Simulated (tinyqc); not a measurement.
Inside a calculation. Model: Rutherford backscattering from a thin compound film on silicon: kinematics, yields, composition and thickness. Computed by tinyqc, a small Python program that keeps every step. Command: `OMP_NUM_THREADS=1 python tinyqc.py 3001459 3001460 out.jsonl rbs walk`. One thread of a shared host (Intel(R) Xeon(R) Processor @ 2.30GHz), about 0.01 s of CPU time with the checks. Intermediate numbers are printed to about 5 digits and carried at full precision; extremes and crossings named in words are read from the listed rows.

Singly charged helium ions (Z1 = 2, M1 = 4.0026 u) enter at the tilt angle a1 to the normal and leave at a2 = |180 - theta - tilt| in the same plane. The film is A B_x.

Inputs (values chosen for the exercise, modelled on a helium beam on HfO2):
```
quantity,value,unit
beam energy E0,2.2,MeV
scattering angle theta,170,degrees
tilt of the sample,0,degrees
heavy element: Z_A,72,-
heavy element: mass M_A,178.5,u
heavy element: stopping eps_A at 2 MeV,114,1e-15 eV cm^2
light element: Z_B,8,-
light element: mass M_B,16,u
light element: stopping eps_B at 2 MeV,36.4,1e-15 eV cm^2
"atoms of B per atom of A, x",1.78,-
atomic density of the film,86.2,1/nm^3
film thickness d,12,nm
collected charge,21,microcoulomb
detector solid angle,2.7,msr
detector resolution (FWHM),11,keV
```

Constants: e^2/(4 pi eps_0) = 14.39964548 eV angstrom; e = 1.602176634e-19 C.

## Kinematics

Kinematic factor K = [(sqrt(M^2 - M1^2 sin^2 theta) + M1 cos theta)/(M + M1)]^2. Surface edges lie at K E0; substrate silicon has M = 28.09 u. Mass resolution at M_A = resolution/(E0 dK/dM).

kinematic factors: A 0.91482, B 0.36250, Si 0.56578

surface edges (keV): A 2012.6, B 797.5, Si 1244.7

mass resolution at M_A = 10.955 u

K flattens for heavy targets, so masses within 11.0 u of A cannot be told apart.

## Peak widths (surface approximation)

Stopping per atom eps(E) = eps(2 MeV) (E/2 MeV)^(-0.4) (a law chosen for the exercise); Bragg rule eps_film = (eps_A + x eps_B)/(1 + x); areal density N d, with 1/nm^2 = 0.1 x 1e15/cm^2. Width of the signal of element i: [K_i eps(E0)/cos a1 + eps(K_i E0)/cos a2] N d; depth resolution = resolution x d/width of A; energy lost on the way in = eps(E0) N d/cos a1.

areal density N d = 103.44 1e15 atoms/cm^2

film stopping at E0 = 61.908 1e-15 eV cm^2

widths (keV): A 12.597, B 12.079

depth resolution = 10.479 nm

energy lost on the way in = 6.4038 keV

The signal of A spans 1.1 resolution widths, so its width measures the thickness. Caution: the ions scattered from B leave near or below the stopping maximum (some 0.6 to 0.8 MeV), where the power law chosen here overstates the stopping and the width of B.

## Yields

Rutherford cross section in the laboratory frame: sigma = (Z1 Z e^2/(4 pi eps_0 4E))^2 (4/sin^4 theta) (r + cos theta)^2/r, r = sqrt(1 - (M1 sin theta/M)^2), times the screening factor 1 - 0.049 Z1 Z^(4/3)/E (E in keV); 1 angstrom^2 = 1e8 barn. Counts = (charge/e) x solid angle x sigma(E_mean) x areal density of the element/cos a1, E_mean = E0 - half the energy lost on the way in; 1 barn = 1e-24 cm^2. The ratio of areas returns x = (Y_B/Y_A)(sigma_A/sigma_B), with the counting error sqrt(1/Y_A + 1/Y_B).

cross sections (barn/sr): A 5.5729, B 0.0614

counts: A 73383, B 1439

ratio of areas Y_B/Y_A = 0.019615

counting error of x without background = 2.6615 %

The cross sections differ by 90.7, near (Z_A/Z_B)^2 = 81.0. The signal of B lies below the silicon edge, on the substrate background, so its real error is larger unless the substrate is channelled.

## Surface approximation against the full path

Surface approximation as above. Full path: dE/ds = -eps(E) integrates to E^1.4 = E(start)^1.4 - 1.4 eps(2 MeV) 2000^0.4 s (keV), applied in (s = N d/cos a1), then K, then out (s = N d/cos a2); width = K E0 - exit energy. The last column is the error in thickness if the full width is read with the surface formula.

Widths (keV):
```
d (nm),"A, surface","A, full","B, full",error (%)
5,5.25,5.25,5.04,0.0522
10,10.50,10.51,10.09,0.1046
20,20.99,21.04,20.24,0.2099
50,52.49,52.76,50.99,0.5299
100,104.97,106.10,103.42,1.0772
150,157.46,160.04,157.48,1.6431
200,209.94,214.62,213.43,2.2289
300,314.91,325.83,332.52,3.4663
```

The error grows roughly in proportion to thickness, from 0.05 % to 3.5 %, because the ion slows and the stopping rises along the path. The signals of A and B would overlap once the width of A exceeds the gap between the edges, 1215 keV. Ions from B leave the thickest film below about 0.6 MeV, where the power law overstates the stopping.

Checks made by the program: kinematic factor against energy and momentum conservation (relative difference below 1e-10).
